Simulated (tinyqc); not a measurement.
Inside a calculation. Model: vacuum evaporation: vapour pressure, source flux, thickness distribution, purity and step coverage. Computed by tinyqc, a small Python program that keeps every step. Command: `OMP_NUM_THREADS=1 python tinyqc.py 3110417 3110418 out.jsonl evap walk`. One thread of a shared host (Intel(R) Xeon(R) Processor @ 2.30GHz), about 0.01 s of CPU time with the checks. Intermediate numbers are printed to about 6 digits and carried at full precision; extremes and crossings named in words are read from the listed rows.

Molecular flow, unit sticking of the metal, no re-evaporation. The background gas is taken as water vapour (18.015 g/mol, collision diameter 0.37 nm) at 300 K.

Inputs (values chosen for the exercise, modelled on gold, with constants for the liquid):
```
quantity                          value    unit
molar mass M                     196.97   g/mol
film density rho                   19.3  g/cm^3
vapour-pressure constant A        10.86       -
vapour-pressure constant B        18090       K
source temperature T               1750       K
source area                         0.6    cm^2
directionality n                      1       -
source-to-wafer distance h           64      cm
wafer radius R                      2.5      cm
source offset from the axis s/h    0.26       -
background pressure p             5e-05      Pa
sticking of background gas          0.6       -
aspect ratio of a trench              1       -
```

Constants: u = 1.6605390666e-27 kg; k_B = 1.380649e-23 J/K; R = 8.314462618 J/(mol K).

## Vapour pressure and flux

log10(p_v/Pa) = A - B/T; flux from the surface Phi = p_v/sqrt(2 pi m k_B T), m = M u. Mass loss = Phi x area x m; heat of evaporation = ln(10) R B; d ln Phi/dT = ln(10) B/T^2 - 1/(2 T).

vapour pressure p_v = 3.33317 Pa

flux Phi = 1.49583e+18 1/(cm^2 s)

mass loss = 1.05678 g/h

heat of evaporation = 346.329 kJ/mol

change of flux per kelvin = 1.33155 %/K

Holding the rate to 1 % needs the temperature to about 0.75 K.

## Rate and uniformity on a fixed wafer above the source

A small source emits (n + 1) Phi area cos^n(phi)/(2 pi) per solid angle; on a parallel plane at height h and lateral distance l the arrival rate is (n + 1) Phi area/(2 pi h^2) x (1 + (l/h)^2)^(-(n + 3)/2). Growth rate = arrival rate x m/rho, m = M u. The wafer is fixed and centred above the source.

arrival rate at the centre = 6.97467e+13 1/(cm^2 s)

growth rate at the centre = 0.0118199 nm/s

edge over centre = 0.996955

non-uniformity (max - min)/(max + min) = 0.152471 %

share of the material that lands on the wafer, 1 - (1 + (R/h)^2)^(-(n + 1)/2) = 0.152355 %

## Offset source and rotation

Rotating wafer, source offset by s and facing upwards: thickness at radius r is the mean over the angle a of (1 + (r^2 + s^2 - 2 r s cos a)/h^2)^(-(n + 3)/2), by 360 equal steps; non-uniformity (max - min)/(max + min) over 21 radii from 0 to R.

centre thickness relative to an axial source = 0.877370

edge over centre, rotating = 0.997688

non-uniformity, rotating = 0.115746 %

## Choosing the offset

The curvature at the centre vanishes at s/h = sqrt(2/(n + 3)).

Against the offset:
```
s/h  centre thickness  edge over centre  non-uniformity (%)
0.0           1.00000           0.99696            0.152471
0.2           0.92456           0.99741            0.129730
0.4           0.74316           0.99846            0.077147
0.5           0.64000           0.99902            0.048897
0.6           0.54066           0.99954            0.023183
0.7           0.45043           0.99997            0.001461
0.8           0.37180           1.00032            0.015805
0.9           0.30524           1.00058            0.028807
1.1           0.20475           1.00089            0.044316
```

The best row, s/h = 0.7, has 0.0015 % against 0.15 % on the axis, at the price of a rate lower by a factor 2.22; the small-wafer optimum is sqrt(2/(n + 3)) = 0.71.

## Scattering and purity

Mean free path lambda = k_B T_g/(sqrt2 pi d^2 p); unscattered share exp(-h/lambda); gas arrival p/sqrt(2 pi m_g k_B T_g); impurity ratio = sticking x gas arrival/metal arrival; monolayer time = 1e15 cm^-2/(sticking x gas arrival).

mean free path = 136.197 m

unscattered share = 0.995312

gas arrival rate = 1.79199e+14 1/(cm^2 s)

impurity ratio = 1.54157

monolayer time = 9.30064 s

The gas that sticks amounts to more than a tenth of the metal, although few metal atoms scatter on the way: purity, not the free path, sets the vacuum needed. Caution: more gas than metal sticks, so a compound rather than a metal film would grow.

## A trench at the wafer edge

Fixed wafer, axial point source, trench running tangentially at r = R: the beam arrives at tan(a) = R/h. Shadowed share of the floor = aspect ratio x tan(a) (at most 1); the wall facing the source grows at tan(a) times the field rate, the other wall not at all.

angle a = 2.23698 degrees

shadowed share of the floor = 0.0390625

wall over field thickness = 0.0390625

Checks made by the program: share on the wafer by quadrature (relative difference below 1e-10).
